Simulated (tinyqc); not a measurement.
Ewald sum of point charges, zinc blende, strained along z by a factor 1.13, lattice, step by step. Computed by tinyqc, a small Python program that keeps every step. Command: `OMP_NUM_THREADS=1 python tinyqc.py 20694 20695 out.jsonl` (the two numbers bound the seeds that draw the settings). One thread of a shared host (Intel(R) Xeon(R) Processor @ 2.60GHz), about 0.06 s of CPU time with the checks.

## Ewald sum with eta = 0.323 1/bohr

cell vectors (rows) (bohr):
```
          1         2         3
1  0.000000  4.680000  5.288000
2  4.680000  0.000000  5.288000
3  4.680000  4.680000  0.000000
```

Charges:

| q | f1 | f2 | f3 |
|---|---|---|---|
| 1.000000 | 0.000000 | 0.000000 | 0.000000 |
| -1.000000 | 0.250000 | 0.250000 | 0.250000 |

Real space: 1/2 sum q_i q_j erfc(eta r)/r over all images with r > 0; reciprocal space: (2 pi/V) sum_(G != 0) exp(-G^2/4 eta^2)/G^2 |S(G)|^2 with S(G) = sum q exp(i G.r); self term -eta/sqrt(pi) sum q^2; background -pi Q^2/(2 V eta^2), Q the total charge.

Real-space shells (first ones):

| r (bohr) | pairs | sum (hartree) |
|---|---|---|
| 4.235792 | 8 | -0.050055 |
| 6.618519 | 8 | 0.001511 |
| 7.061540 | 16 | 0.001424 |
| 7.857909 | 16 | -0.000337 |
| 8.594639 | 8 | -0.000040 |
| 9.360000 | 8 | 0.000008 |
| 10.273828 | 8 | -1.05e-06 |
| 10.576000 | 4 | 2.57e-07 |
| 10.847701 | 16 | -5.33e-07 |
| 11.724971 | 32 | 1.16e-07 |
| 12.221143 | 16 | -1.55e-08 |
| 12.476240 | 16 | 7.73e-09 |

Reciprocal shells (first ones that count):

| G^2 (1/bohr^2) | vectors | sum (hartree) |
|---|---|---|
| 1.254188 | 8 | 0.017136 |
| 1.411812 | 2 | 0.005217 |
| 1.802470 | 4 | 0.003205 |
| 4.077812 | 8 | 0.000006 |
| 4.859128 | 16 | 1.57e-06 |
| 5.016752 | 8 | 1.04e-06 |
| 7.449718 | 8 | 2.06e-09 |
| 7.682752 | 16 | 1.14e-09 |
| 8.621692 | 8 | 1.07e-10 |

## The total does not depend on eta

The same sums for other eta.

Totals (hartree per cell):

| eta | real | reciprocal | self | background | total |
|---|---|---|---|---|---|
| 0.323000 | -0.047491 | 0.025567 | -0.364466 | 0.000000 | -0.38639071 |
| 0.489000 | -0.003205 | 0.168591 | -0.551777 | 0.000000 | -0.38639071 |
| 0.655000 | -0.000082 | 0.352780 | -0.739088 | 0.000000 | -0.38639071 |

shortest distance = 4.235792 bohr

Madelung constant -E d / (formula units |q+ q-|) = 1.636671
